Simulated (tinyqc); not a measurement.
Mass anisotropy: shallow donor in an anisotropic valley (effective-mass theory).

One valley: H = -c [(d2/dx2 + d2/dy2)/mt + (d2/dz2)/ml] - q/(eps r), c = hbar^2/2m0, q = e^2/(4 pi eps0). Trial function exp(-sqrt((x^2 + y^2)/a^2 + z^2/b^2)) with a > b: T = (c/3)(2/(mt a^2) + 1/(ml b^2)), V = -(q/eps) atan(u/b)/u, u = sqrt(a^2 - b^2). The central cell of the impurity is left out.

Constants: hbar^2/2m0 = 3.80998211 eV angstrom^2; e^2/(4 pi eps0) = 14.39964547 eV angstrom; Ry = 13.60569312 eV; a0 (Bohr radius) = 0.5291772105 angstrom.

Inputs chosen for the exercise (out of a larger set: near those of Ge; not measured data): mt = 0.082 m0 (transverse mass); eps = 15.6 (dielectric constant); xs = (1.4, 1.9, 3.4, 5.7, 10, 17, 53, 99) (ratios ml/mt).

mt and eps fixed, ml varied. Energies in units of Ry*(mt) = Ry mt/eps^2 and lengths in a*(mt) = a0 eps/mt; the last two columns use one mass, 3/(1/ml + 2/mt) or (ml mt^2)^(1/3).

Results:

| ml/mt | a/a* | b/a | binding | conductivity mass | density-of-states mass |
|---|---|---|---|---|---|
| 1.40 | 0.932 | 0.887 | 1.115 | 1.105 | 1.119 |
| 1.90 | 0.878 | 0.796 | 1.223 | 1.188 | 1.239 |
| 3.40 | 0.792 | 0.649 | 1.436 | 1.308 | 1.504 |
| 5.70 | 0.729 | 0.542 | 1.629 | 1.379 | 1.786 |
| 10.0 | 0.674 | 0.446 | 1.839 | 1.429 | 2.154 |
| 17.0 | 0.631 | 0.371 | 2.032 | 1.457 | 2.571 |
| 53.0 | 0.563 | 0.251 | 2.415 | 1.486 | 3.756 |
| 99.0 | 0.536 | 0.203 | 2.602 | 1.492 | 4.626 |

What does the comparison show?

The binding grows from 1.11 to 2.60 Ry*(mt); for ml going to infinity the exact problem becomes two-dimensional, with 4 Ry*. The conductivity mass saturates at 1.5 and underbinds, by 15 % at ml/mt = 5.7; the density-of-states mass errs by +10 % there and by +78 % in the last row. With these mt and eps one unit is 4.58 meV.

Program tinyqc; command `OMP_NUM_THREADS=1 python tinyqc.py 1281930 1281931 out.jsonl`; about 0.01 s on one thread of a shared Intel(R) Xeon(R) Processor @ 2.30GHz.
